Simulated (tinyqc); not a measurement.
What moves the results: tunnelling through a thin dielectric with one trap, as a tight-binding chain. A value that a table varies takes the place of the one given here.

Hopping -t everywhere, t = c/(m a^2), c = hbar^2/2m0; lead sites at 2t (band bottom 0), barrier sites 1 to N at 2t + phi, and site j has U besides. No voltage. Leads give S = -t exp(ika) on sites 1 and N, cos(ka) = 1 - E/(2t). T = (2 t sin(ka))^2 |G_1N|^2, G = (E - H - S)^-1. In the barrier cosh(q a) = 1 + (phi - E)/(2t).

Resonance: the lowest eigenvalue of H + S(E), iterated until its real part equals E (40 rounds from Eb = phi + 2t - sqrt(4t^2 + U^2), the level in an endless barrier). With v the normalised squared amplitudes of that state, Gamma_L = 2 t sin(ka) v_1, Gamma_R = 2 t sin(ka) v_N; Breit-Wigner T = Gamma_L Gamma_R/((E - Er)^2 + (Gamma_L + Gamma_R)^2/4).

Constants: hbar^2/2m0 = 3.80998211 eV angstrom^2.

Inputs chosen for the exercise (barrier and mass of the size used for SiO2 on silicon; the results hold for these values, not for the real material): a = 2 angstrom (site spacing); m = 0.47 m0 (mass, the same in leads and barrier); phi = 3.09 eV (conduction edge of the barrier above that of the leads); N = 8 (barrier sites); j = 5 (site of the trap); U = -4.1 eV (extra energy on the trap site); E = 0.88 eV (electron energy).

## Transmission around the level

Er = 1.37838 eV

widths (meV): left 1.9450, right 11.523

Energies Er + x (Gamma_L + Gamma_R).

T:
```
x     E (eV)    chain  Breit-Wigner   no trap
-8.0  1.2706  0.00141       0.00192  1.75e-06
-3.0  1.3380   0.0119        0.0134  2.25e-06
-1.0  1.3649   0.0954        0.0989  2.49e-06
-0.5  1.3717    0.243         0.247  2.56e-06
0.0   1.3784    0.494         0.494  2.62e-06
0.5   1.3851    0.253         0.247  2.69e-06
1.0   1.3919    0.103        0.0989  2.76e-06
3.0   1.4188   0.0151        0.0134  3.06e-06
8.0   1.4861  0.00266       0.00192  3.96e-06
```

At Er the chain gives 0.494, 1.88e+05 times the value without trap, and Breit-Wigner 0.494. In the wings the single pole gives 1.37 times the chain value at x = -8 and 0.723 times at x = 8, because the widths and the level shift change with energy.

## Where a trap does most harm

The trap is moved through the barrier. The area under the resonance, 2 pi Gamma_L Gamma_R/(Gamma_L + Gamma_R), sets the current through it.

Against position:
```
j  Er (eV)  Gamma_L (meV)  Gamma_R (meV)    peak  area (meV)
3   1.3794           68.9          0.332  0.0191        2.07
4   1.3784           11.5           1.95   0.494        10.5
5   1.3784           1.95           11.5   0.494        10.5
6   1.3794          0.332           68.9  0.0191        2.07
```

The area is largest at j = 4 and 5 (10.5 meV) and 5.04 times smaller at j = 3: the slower of the two steps limits the current, so traps in the middle carry most. Each site towards a lead multiplies its width by about 5.92, close to exp(2 q a) = 5.92 at Eb.

## Direct against trap-assisted paths

N odd, the trap in the middle, j = (N + 1)/2. Direct T is that without trap at the energy Er; area = 2 pi Gamma_L Gamma_R/(Gamma_L + Gamma_R). The exponents are the slopes of the logarithms between the last two rows, per angstrom.

Against thickness:
```
N   N a (angstrom)  Er (eV)  direct T  area (meV)
5             10.0   1.3789  0.000546         218
7             14.0   1.3787  1.56e-05        36.3
9             18.0   1.3781  4.42e-07        6.10
11            22.0   1.3779  1.26e-08        1.03
13            26.0   1.3779  3.59e-10       0.174
15            30.0   1.3779  1.02e-11      0.0293
17            34.0   1.3779  2.91e-13     0.00495
```

exponents (1/angstrom): direct 0.8895, through the trap 0.4448

The direct path falls as exp(-0.890 d) and the path through a central trap as exp(-0.445 d), 2.00 times more slowly, since each step crosses half the layer. From 5 to 17 sites the first loses 9.3 decades and the second 4.6: in thicker layers even few traps rule the leakage. Inelastic capture with phonons is left out.

## What each parameter does

Resonance and log10 T at E. Each row changes one parameter from the base and keeps the others.

Results:
```
case           Er (eV)  Gamma_L (meV)  Gamma_R (meV)  log10 T
base            1.3784          1.945          11.52   -4.693
m = 0.432 m0    1.4796          3.151          16.60   -4.587
phi = 3.19 eV   1.4787          1.938          11.48   -4.971
N = 9           1.3781          1.941          1.941   -5.564
j = 4           1.3784          11.52          1.945   -4.693
U = -3.977 eV   1.4657          2.245          12.74   -4.838
```

The largest shifts from the base row, up to three for each result and ties (the steps differ in size, so this ranks the rows, not the parameters). Er (eV): m +0.1012, phi +0.1003, U +0.0873; unchanged at the printed digits by j. Gamma_L (meV): j +9.58, m +1.21, U +0.299. Gamma_R (meV): N -9.58, j -9.58, m +5.08. log10 T: N -0.871, phi -0.278, U -0.146; unchanged at the printed digits by j.

Computed by tinyqc, a small Python program: `OMP_NUM_THREADS=1 python tinyqc.py 1481827 1481828 out.jsonl` (the numbers bound the seed that draws the inputs); one thread of a shared host (Intel(R) Xeon(R) Processor @ 2.30GHz), about 0.1 s for the whole set of steps.
